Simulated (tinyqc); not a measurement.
What each parameter does: inter-valley coupling by envelope functions against a chain of atomic planes.

Chain: E(phi) = e0 + 2 v cos(phi) + 2 u cos(2 phi), cos(phi0) = -v/(4u), e0 = 2u + v^2/(4u); plane j = 0, 1, ... has the potential V_j = dE x_j + F (j - 30) a/4 (1 MV/m = 1e-4 V/angstrom). There are 30 barrier planes a side; with y = j - 29.5, x_j = xb (f(y) + f(Nw - y)), f(y) = 1/(1 + exp(y/L)), plus any Ge added in the well. The valley splitting is the spacing of the two lowest levels. Envelope theory: F_j solves a one-valley chain with hopping -b and diagonal 2b + V_j, b = 4u sin^2(phi0), sum F_j^2 = 1; the valleys couple by Dv = sum_j F_j^2 V_j exp(-2 i phi0 j) and split by 2|Dv|.

Values chosen for the exercise (near those of the Delta valleys of silicon in a SiGe well; the results hold for these values, not for the real material):
```
symbol  value  unit      meaning
a       5.431  angstrom  lattice constant; planes lie a/4 apart
u       0.612  eV        second-neighbour hopping
v       0.744  eV        nearest hopping
Nw      58               planes in the well
L       1.25   planes    interface width
xb      0.32             Ge fraction of the barriers
dE      0.6    eV        offset per unit Ge fraction
F       5      MV/m      field
js      64               plane j of a Ge spike (the well starts at j = 30)
xs      0.08             Ge fraction added on that plane
```

Chain with the spike on plane js.

Results for these values:
```
case,level (meV),splitting (micro-eV)
base,22.187,1019.7
```

What happens to each result for F = 7 MV/m, all else kept?

Answer: level rises from 22.187 to 27.034; splitting falls from 1019.7 to 683.9.

The same for each parameter in turn:
```
case,level (meV),splitting (micro-eV)
base,22.187,1019.7
Nw = 64,22.129,1039.9
L = 1.75 planes,22.864,1112.5
xb = 0.37,22.441,1057.8
dE = 0.66 eV,22.396,1126.3
F = 7 MV/m,27.034,683.9
js = 67,22.025,696.9
xs = 0.104,22.301,1248.2
```

Program tinyqc; command `OMP_NUM_THREADS=1 python tinyqc.py 1482489 1482490 out.jsonl`; about 0.1 s on one thread of a shared Intel(R) Xeon(R) Processor @ 2.30GHz.
